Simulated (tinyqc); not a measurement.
Hubbard ring of 5 sites, step by step. One step of it, computed by the program tinyqc.

Problem. Mean-field iteration 1. H(up) = T + U n(down), H(down) = T + U n(up); fill the lowest levels; n(new) = n + mixing (n(out) - n); E = tr T (rho up + rho down) + U sum n_up n_down of the output.

one-body matrix (hopping and site energies) (eV), lower triangle:
```
           1          2          3          4         5
1  -0.080000
2  -0.820000  -0.250000
3   0.000000  -0.820000   0.190000
4   0.000000   0.000000  -0.820000   0.380000
5  -0.820000   0.000000   0.000000  -0.820000  0.920000
```

U = 2.000000 eV

electrons, up and down: 3  2

mixing = 1

n(up) at the start (a guess, not normalised): 1 0.900000, 2 0.300000, 3 0.900000, 4 0.300000, 5 0.900000

n(down) at the start (a guess): 1 0.100000, 2 0.700000, 3 0.100000, 4 0.700000, 5 0.100000

Give: levels, up; levels, down; energy; n(up) after iteration 1; n(down) after iteration 1.

Solution.

levels, up (eV): -0.892  -0.018  0.755  2.079  2.636

levels, down (eV): -0.428  0.511  1.468  2.750  3.458

energy = -1.444 eV

n(up) after iteration 1: 1 0.779, 2 0.459, 3 0.755, 4 0.378, 5 0.629

n(down) after iteration 1: 1 0.147, 2 0.793, 3 0.182, 4 0.779, 5 0.099
